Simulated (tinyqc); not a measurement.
Signal and retention of a DRAM cell: two steps of the calculation.

A stored one starts at Vd and leaks: Cs dV/dt = -I(V), I = a sqrt((V + Vb)/(Vd + Vb)) + b, with a = Ig exp[-(Eg1 q/kB)(1/T - 1/T0)] (generation in a depletion layer) and b = Is exp[-(Es q/kB)(1/T - 1/T0)]. The bit line is precharged to Vd/2, and charge sharing gives the signal (V - Vd/2) Cs/(Cs + Cb).

Parameters, values chosen for the exercise:
- Vd = 1.4 V (array voltage)
- Cs = 28 fF (cell capacitance)
- Cb = 30 fF (bit-line capacitance)
- dm = 62 mV (smallest signal that the sense amplifier resolves)
- sg = 0.92 (deviation of ln(retention time) over the cells)
- Nc = 4.29e9 (cells)
- tr = 32 ms (refresh interval)

Constants: q = 1.602176634e-19 C. Results are converted to the units shown.

Question 1. Signal and margin. The cell fails below Vc = Vd/2 + dm (Cs + Cb)/Cs.

Find: transfer ratio; signal of a fresh one; Vc; charge that may be lost; the same in electrons.

Answer 1.

transfer ratio = 0.4828
signal of a fresh one = 337.9 mV
Vc = 0.8284 V
charge that may be lost = 16.00 fC
the same in electrons = 9.989e4

Question 2. Failing cells. This time is the median of a log-normal spread: failing cells = Nc erfc(z/sqrt 2)/2, z = ln(t/tr)/sg. One failure is expected at the interval where that count equals 1.

retention time = 99.559841 s

Give: z; failing cells; interval for one failure.

Answer 2.

z = 8.7422
failing cells = 4.9059e-9
interval for one failure = 322.74 ms

The weakest cell of the array lies about 6.23 deviations out, a factor of 308 below the median; the chosen interval is shorter than that time.

Range of the model: Real arrays also hold a tail of unusually leaky cells and cells whose retention varies in time, which this model lacks.

Numbers from tinyqc (`OMP_NUM_THREADS=1 python tinyqc.py 2130120 2130121 out.jsonl`; about 0.01 s on one thread of a shared Intel Xeon 2.30GHz).
